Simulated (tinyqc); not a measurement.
## Lossy on-chip transmission line with skin effect: effect of the width of the strip

A uniform line in a homogeneous dielectric: c = sqrt(er)/(c0 Z0), l = Z0 sqrt(er)/c0 (c0 = 299792458 m/s), g = w c td, w = 2 pi f. The resistance joins its limits as r = sqrt(r_dc^2 + r_hf^2), with r_dc = rho/(wd th), r_hf = kr rho/(2 delta (wd + th)), delta = sqrt(rho/(pi f mu0)), mu0 = 4 pi 1e-7 H/m; this is an interpolation, and internal inductance, up to 0.05 nH/mm at low frequency, is neglected.

gamma = sqrt((r + i w l)(g + i w c)) = alpha + i beta, Zc = sqrt((r + i w l)/(g + i w c)), roots with positive real part; loss 8.685889638 alpha in dB; phase velocity w/beta. ZL = 1/(1/RL + i w CL); reflection (ZL - Zc)/(ZL + Zc); Zin = Zc (ZL + Zc tanh(gamma len))/(Zc + ZL tanh(gamma len)); H = V_load/V_source = [Zin/(Zin + Rg)]/[cosh(gamma len) + (Zc/ZL) sinh(gamma len)]. Z0 is held fixed by scaling the dielectric height.

Values chosen for this exercise:
```
symbol,value,unit,meaning
th,0.74,um,thickness of the strip
rho,2,uohm cm,resistivity
er,4.2,,relative permittivity
td,0.01,,loss tangent
Z0,45,ohm,lossless impedance sqrt(l/c)
kr,2,,factor for crowding and the return path
len,0.62,mm,length
Rg,25,ohm,source resistance
RL,1000,ohm,load resistance
CL,0,fF,load capacitance
f,9.3,GHz,frequency
```

Effect of the width of the strip:

| wd (um) | r (ohm/mm) | r/(w l) | loss (dB/mm) | \|Zc\| (ohm) | phase velocity over c0 | length in wavelengths | \|H\| (dB) |
|---|---|---|---|---|---|---|---|
| 1.1 | 28.65 | 1.594 | 2.324 | 61.72 | 0.4077 | 0.04718 | -0.2520 |
| 1.7 | 19.39 | 1.079 | 1.703 | 54.58 | 0.4399 | 0.04372 | -0.1864 |
| 2.6 | 13.19 | 0.7336 | 1.221 | 50.11 | 0.4618 | 0.04165 | -0.1429 |
| 4.1 | 8.649 | 0.4811 | 0.8305 | 47.40 | 0.4756 | 0.04044 | -0.1113 |
| 6.5 | 5.594 | 0.3112 | 0.5512 | 46.05 | 0.4826 | 0.03985 | -0.09008 |
| 10 | 3.697 | 0.2057 | 0.3724 | 45.47 | 0.4857 | 0.03960 | -0.07697 |
| 16 | 2.340 | 0.1302 | 0.2427 | 45.19 | 0.4871 | 0.03949 | -0.06761 |
| 25 | 1.509 | 0.08395 | 0.1629 | 45.08 | 0.4876 | 0.03944 | -0.06189 |

As wd goes from 1.1 to 25, the loss falls from 2.32 to 0.163 dB/mm, |Zc| falls from 61.7 to 45.1 ohm and |H| goes from -0.252 to -0.0619 dB, with its highest value among the rows, -0.0619 dB, at wd = 25.

Computed by the program tinyqc: `OMP_NUM_THREADS=1 python tinyqc.py 2810116 2810117 out.jsonl`, one thread of a shared Intel Xeon 2.30GHz, about 0.01 s for the whole run.
